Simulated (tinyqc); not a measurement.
Worked calculation: coupled-perturbed Hartree-Fock on RHF in the 6-31g basis, for H4, spin multiplicity 1. One step of it, computed by the program tinyqc.

Question. Iteration 7 (converged): orbitals. Diagonalise F' = X^T F X, C = X C', fill 2 alpha and 2 beta electrons from the bottom; D = 2 C_occ C_occ^T. Each column has its largest component positive (the first on a tie).

converged F (hartree):
```
           1H 1s      1H 2s      2H 1s      2H 2s      3H 1s      3H 2s      4H 1s      4H 2s
1H 1s   0.077389  -0.435468  -0.429010  -0.418582  -0.033874  -0.147652   0.020704  -0.007583
1H 2s  -0.435468  -0.319392  -0.442877  -0.378523  -0.117498  -0.202182  -0.007583  -0.055890
2H 1s  -0.429010  -0.442877   0.023494  -0.490169  -0.245686  -0.311748  -0.033874  -0.117498
2H 2s  -0.418582  -0.378523  -0.490169  -0.415542  -0.311748  -0.326441  -0.147652  -0.202182
3H 1s  -0.033874  -0.117498  -0.245686  -0.311748   0.023494  -0.490169  -0.429010  -0.442877
3H 2s  -0.147652  -0.202182  -0.311748  -0.326441  -0.490169  -0.415542  -0.418582  -0.378523
4H 1s   0.020704  -0.007583  -0.033874  -0.147652  -0.429010  -0.418582   0.077389  -0.435468
4H 2s  -0.007583  -0.055890  -0.117498  -0.202182  -0.442877  -0.378523  -0.435468  -0.319392
```

X:
```
           1H 1s      1H 2s      2H 1s      2H 2s      3H 1s      3H 2s      4H 1s      4H 2s
1H 1s   1.261488  -0.482074  -0.058077  -0.022364  -0.005668   0.094513  -0.007930  -0.034210
1H 2s  -0.482074   1.906705   0.102120  -1.206710   0.006433   0.494269  -0.034210  -0.147218
2H 1s  -0.058077   0.102120   1.283880  -0.637631  -0.009872   0.090220  -0.005668   0.006433
2H 2s  -0.022364  -1.206710  -0.637631   3.005145   0.090220  -1.597917   0.094513   0.494269
3H 1s  -0.005668   0.006433  -0.009872   0.090220   1.283880  -0.637631  -0.058077   0.102120
3H 2s   0.094513   0.494269   0.090220  -1.597917  -0.637631   3.005145  -0.022364  -1.206710
4H 1s  -0.007930  -0.034210  -0.005668   0.094513  -0.058077  -0.022364   1.261488  -0.482074
4H 2s  -0.034210  -0.147218   0.006433   0.494269   0.102120  -1.206710  -0.482074   1.906705
```

Give: F' = X^T F X; orbital energies; coefficients C; D after iteration 7.

Answer.

F' = X^T F X (hartree):
```
        1       2       3       4       5       6       7       8
1   0.615  -0.560  -0.295  -0.181   0.032   0.071  -0.007  -0.006
2  -0.560   0.253  -0.095  -0.226   0.020  -0.048  -0.006   0.038
3  -0.295  -0.095   0.603  -0.639  -0.115  -0.066   0.032   0.020
4  -0.181  -0.226  -0.639   0.451  -0.066  -0.247   0.071  -0.048
5   0.032   0.020  -0.115  -0.066   0.603  -0.639  -0.295  -0.095
6   0.071  -0.048  -0.066  -0.247  -0.639   0.451  -0.181  -0.226
7  -0.007  -0.006   0.032   0.071  -0.295  -0.181   0.615  -0.560
8  -0.006   0.038   0.020  -0.048  -0.095  -0.226  -0.560   0.253
```

orbital energies (hartree): MO1 -0.634, MO2 -0.461, MO3 0.121, MO4 0.366, MO5 0.876, MO6 1.047, MO7 1.228, MO8 1.301

coefficients C:
```
         MO1     MO2     MO3     MO4     MO5     MO6     MO7     MO8
1H 1s  0.172   0.235   0.164   0.029   0.638   0.898  -0.678   0.228
1H 2s  0.152   0.256   0.850  -1.477  -0.482  -0.463   0.981  -1.095
2H 1s  0.236   0.183  -0.144   0.196   0.572   0.150   0.752  -1.007
2H 2s  0.217   0.347  -0.603   2.215  -0.402  -0.757  -0.908   2.591
3H 1s  0.236  -0.183  -0.144  -0.196   0.572  -0.150   0.752   1.007
3H 2s  0.217  -0.347  -0.603  -2.215  -0.402   0.757  -0.908  -2.591
4H 1s  0.172  -0.235   0.164  -0.029   0.638  -0.898  -0.678  -0.228
4H 2s  0.152  -0.256   0.850   1.477  -0.482   0.463   0.981   1.095
```

D after iteration 7:
```
        1H 1s   1H 2s   2H 1s   2H 2s   3H 1s   3H 2s   4H 1s   4H 2s
1H 1s   0.170   0.173   0.167   0.238  -0.005  -0.089  -0.052  -0.068
1H 2s   0.173   0.178   0.166   0.244  -0.022  -0.112  -0.068  -0.085
2H 1s   0.167   0.166   0.179   0.230   0.045  -0.024  -0.005  -0.022
2H 2s   0.238   0.244   0.230   0.335  -0.024  -0.147  -0.089  -0.112
3H 1s  -0.005  -0.022   0.045  -0.024   0.179   0.230   0.167   0.166
3H 2s  -0.089  -0.112  -0.024  -0.147   0.230   0.335   0.238   0.244
4H 1s  -0.052  -0.068  -0.005  -0.089   0.167   0.238   0.170   0.173
4H 2s  -0.068  -0.085  -0.022  -0.112   0.166   0.244   0.173   0.178
```
